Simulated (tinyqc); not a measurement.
Length of a molecular wire: coherent transport through a tight-binding bridge. Computed by the program tinyqc. 

A uniform bridge between two chains:
```
parameter,value
site energy (eV),2.180000
hopping in the bridge (eV),0.880000
lead hopping (eV),1.670000
couplings (eV),"0.77, 0.81"
E (eV),-0.110000
```

T = Gamma_L Gamma_R |G_1n|^2 with the self-energies of semi-infinite chains.

Transmission against length:
```
sites,T,ln T
2,2.0390e-02,-3.893
3,4.4234e-03,-5.421
4,9.6901e-04,-6.939
5,2.1274e-04,-8.455
6,4.6727e-05,-9.971
7,1.0265e-05,-11.487
8,2.2549e-06,-13.002
9,4.9534e-07,-14.518
10,1.0881e-07,-16.034
```

E lies outside the band of the bridge (|E - e|/2h = 1.301 > 1), so T decays as exp(-beta n) with beta = 2 arccosh(1.301) = 1.5156 a site; the last two rows give 1.5156.
